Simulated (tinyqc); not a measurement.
Size effects in the resistivity of thin metal films and interconnect lines: one step, computed by the program tinyqc. Command: `OMP_NUM_THREADS=1 python tinyqc.py 3004942 3004943 out.jsonl size walk`. One thread of a shared host (Intel(R) Xeon(R) Processor @ 2.30GHz), about 0.01 s of CPU time with the checks.

Electrons lose their drift at surfaces (a share 1 - p of the hits) and at grain boundaries (reflection R), besides bulk scattering. The line sits in a trench with a non-conducting liner on both walls and the bottom; the spacing equals the drawn width.

Problem. Resistance and delay. Total: rho = rho_b [1 + surface excess + grain excess]; resistance per length rho/(w_m h_m); capacitance per length C = 2 k eps_0 (aspect ratio + 1/2), a parallel-plate estimate for two neighbours plus a fixed term for the planes above and below; delay 0.38 R C L^2; effective resistivity per drawn area.

Inputs (values chosen for the exercise, modelled on copper):

| quantity | value | unit |
|---|---|---|
| bulk resistivity rho_b | 1.72 | microohm cm |
| aspect ratio (height over width) | 2 | - |
| line length | 1.4 | micrometre |
| permittivity of the dielectric k | 2.7 | - |

Geometry: line.

rho/rho_b from surfaces = 2.260386

rho/rho_b from grains = 1.991818

metal width w_m = 8.6 nm

metal height h_m = 19.3 nm

share of the trench filled by metal = 82.99 %

Constants: eps_0 = 8.8541878128e-12 F/m.

Give: resistivity rho; resistance per length; capacitance per length; RC delay; effective resistivity per drawn area.

Solution.

resistivity rho = 5.594 microohm cm

resistance per length = 337.0 ohm/micrometre

capacitance per length = 0.1195 fF/micrometre

RC delay = 0.03000 ps

effective resistivity per drawn area = 6.740 microohm cm

Of the factor 3.92 over bulk, scattering gives 3.25 and the liner 1.20; within scattering, surfaces outweigh grain boundaries (0.99 against 1.26, grains first). Caution: for lines much narrower than lambda adding the two film terms and the grain term underestimates the resistivity.
